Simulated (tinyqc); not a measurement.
Contact resistivity and sheet resistance from two contact lengths.

Inverse problem. Rc = [sqrt(rc Rsh)/Wc] coth(Lc/(2 LT)), LT = sqrt(rc/Rsh), Wc = 30 nm; the second contact is twice as long as the first. Find LT, rc and Rsh.

Rc for Lc = 23 and 46 nm (ohm): 193.798390  116.805334

Answer. With t = tanh(Lc/(2 LT)) for the shorter contact, the resistance of the longer over that of the shorter is (1 + t^2)/2. Then sqrt(rc Rsh) = Rc t Wc, and rc and Rsh follow by multiplying and dividing by LT.

LT = 23.5 nm
rc = 6.20e-10 ohm cm^2
Rsh = 112 ohm

Numbers from tinyqc (`OMP_NUM_THREADS=1 python tinyqc.py 2170158 2170159 out.jsonl`; about 0.1 s on one thread of a shared Intel Xeon 2.30GHz).
